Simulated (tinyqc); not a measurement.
# Off-state leakage of single and stacked transistors, step by step

Numbers from tinyqc (`OMP_NUM_THREADS=1 python tinyqc.py 2242021 2242022 out.jsonl`; about 0.03 s on one thread of a shared Intel Xeon 2.30GHz). Printed values are rounded.

n-channel devices of unit width. Subthreshold current I(Vg, Vs, Vd) = I0 (T/300 K)^0.5 exp[(Vg - Vs - VT(T) - gb (Vs - Vb) + dd (Vd - Vs))/(nf Vt)] (1 - exp(-(Vd - Vs)/Vt)), VT(T) = VT - cT (T - 300 K). Gate-edge tunnelling Ig (Vd/1 V) exp(ag (Vd - 1 V)), for a gate at 0 V, and band-to-band leakage Ab u exp(-Bb/u), u = Vd - Vb + 1 V, flow at a drain held at V; both are taken as independent of T. In a stack of off transistors (all gates at 0 V) the same subthreshold current passes through each.

Parameters, values chosen for the exercise; values of the order met in bulk silicon logic transistors: temperature T = 300 K; supply voltage V = 0.9 V; threshold at 300 K, zero drain and body bias VT = 0.45 V; fall of the threshold with temperature cT = 0.8 mV/K; current at threshold at 300 K I0 = 0.29 uA/um; slope factor nf = 1.55; drain-induced lowering per volt dd = 0.15; rise of the threshold per volt of source-body bias gb = 0.21; gate-edge tunnelling current at 1 V Ig = 2e-5 uA/um; exponential slope of the gate current ag = 5 1/V; prefactor of band-to-band leakage at the drain Ab = 100 uA/(um V); its exponential voltage Bb = 27 V; body voltage Vb = 0 V.

Constants: q = 1.602176634e-19 C, kB = 1.380649e-23 J/K, Vt = kB T/q. Results are converted to the units shown.

## Leakage of one transistor

Vg = Vs = 0, Vd = V; effective threshold VT(T) - gb Vb - dd V.

effective threshold = 0.315 V
parts (nA/um): subthreshold 0.111778, gate edge 0.0109176, band-to-band 0.127997
total = 0.250692 nA/um
shares (%): subthreshold 44.5876, gate edge 4.35496, band-to-band 51.0575

The band-to-band part is the largest.

## Starting value

Vx = dd V/(1 + gb + 2 dd), the solution for Vx well above Vt, rounded to three decimals.

Vx at the start = 0.089 V

## Iteration 1: new Vx

Stack of two, Vx the node between them: I_low = I(0, 0, Vx), I_up = I(0, Vx, V), f = ln(I_up/I_low), f' = -(1 + gb + 2 dd)/(nf Vt) - 1/(Vt (exp(Vx/Vt) - 1)) - 1/(Vt (exp((V - Vx)/Vt) - 1)), Vx(new) = Vx - f/f'.

I_low = 0.00519719 nA/um
I_up = 0.00545124 nA/um
f = 0.0477247
f' = -38.9614 1/V
Vx after iteration 1 = 0.0902249 V

## Iteration 2: new Vx

As before.

I_low = 0.00522906 nA/um
I_up = 0.00522925 nA/um
f = 3.76721e-5
f' = -38.9004 1/V
Vx after iteration 2 = 0.0902259 V

## Course of the iteration

Stop when the step is below 1e-11 V, or after 40 iterations.

Course of the iteration:
```
iteration,Vx before the step (V),step (V)
1,0.089,1.22e-3
2,0.0902249,9.68e-7
3,0.0902259,5.85e-13
```

Converged in 3 iterations. The subthreshold current of the stack is 0.005229 nA/um, 21.4 times less than that of one transistor (the drain leakage is unchanged); the estimate exp[dd V (1 + gb + dd)/((1 + gb + 2 dd) nf Vt)] gives 20.8.
